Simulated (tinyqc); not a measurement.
From results back to parameters: Gamma, L and X subbands of a thin body with non-parabolic valleys. Two cases, with inputs chosen for the exercise.

Problem. Hard walls; each subband edge rises by e with e (1 + a e) = c (pi/t)^2/m_z, c = hbar^2/2m0. The thickness at which the Gamma and L edges cross was computed from a hidden bulk separation EL.

Constants: hbar^2/2m0 = 3.80998211 eV angstrom^2.

Find: rise of Gamma; rise of L; EL.

Method. At the crossing the rise of Gamma equals EL plus the rise of L.

Case 1.

Values chosen (near those of a thin GaAs channel; not measured data):
- mG = 0.0665 m0 (Gamma mass)
- aG = 0.56 1/eV (Gamma non-parabolicity)
- mzL = 1.972 m0 (confinement mass of the lowest L group)
- aS = 0.38 1/eV (non-parabolicity of L and X)

crossing thickness = 44.379 angstrom

Solution.

rise of Gamma = 0.252 eV
rise of L = 0.010 eV
EL = 0.242 eV

Case 2.

Values chosen (near those of a thin GaAs channel; not measured data):
- mG = 0.0679 m0 (Gamma mass)
- aG = 0.57 1/eV (Gamma non-parabolicity)
- mzL = 0.1074 m0 (confinement mass of the lowest L group)
- aS = 0.55 1/eV (non-parabolicity of L and X)

crossing thickness = 20.894 angstrom

Solution.

rise of Gamma = 0.853 eV
rise of L = 0.602 eV
EL = 0.251 eV

Computed by tinyqc, one run a case: `OMP_NUM_THREADS=1 python tinyqc.py N N+1 out.jsonl` with N = 1251313, 1251369; one thread of a shared Intel(R) Xeon(R) Processor @ 2.30GHz, about 0.05 s a run at most.
